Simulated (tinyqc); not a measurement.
Ion-assisted plasma etching: sheath, surface coverage, synergy and aspect-ratio dependence: one step, computed by the program tinyqc. Command: `OMP_NUM_THREADS=1 python tinyqc.py 3006485 3006486 out.jsonl etch walk`. One thread of a shared host (Intel(R) Xeon(R) Processor @ 2.30GHz), about 0.07 s of CPU time with the checks.

Radicals adsorb on bare sites; ions remove covered sites with a high yield and bare sites by sputtering; a slow spontaneous reaction acts everywhere, walls included.

Problem. Open-field etch rate. Steady coverage: s G_n (1 - theta) = x Y G_i theta; removal flux = Y G_i theta + Y_p G_i (1 - theta) + k_c G_n; rate = flux/N, 1 cm/s = 6e8 nm/min. Lateral rate = k_c G_n/N; anisotropy = 1 - lateral/vertical; synergy = vertical/(ions alone + radicals alone), with ions alone Y_p G_i/N and radicals alone the lateral rate.

Inputs (values chosen for the exercise, close to those used for silicon dioxide in a fluorocarbon plasma):

| quantity | value | unit |
|---|---|---|
| gas temperature T_g | 350 | K |
| sticking coefficient s | 0.51 | - |
| radicals per removed unit x | 3 | - |
| spontaneous reaction probability k_c | 2.6e-05 | - |
| solid density N | 2.2e+22 | 1/cm^3 |

Feature: long trench.

yield Y = 1.293796

sputter yield Y_p = 0.04458485

ion flux G_i = 3.302099e+15 1/(cm^2 s)

radical flux G_n = 6.245172e+17 1/(cm^2 s)

Give: coverage theta; vertical rate; lateral rate; anisotropy; synergy.

Solution.

coverage theta = 0.9613

vertical rate = 112.6 nm/min

lateral rate = 0.4428 nm/min

anisotropy = 0.9961

synergy = 25.26

The surface is nearly saturated: ions limit the ion-assisted part.
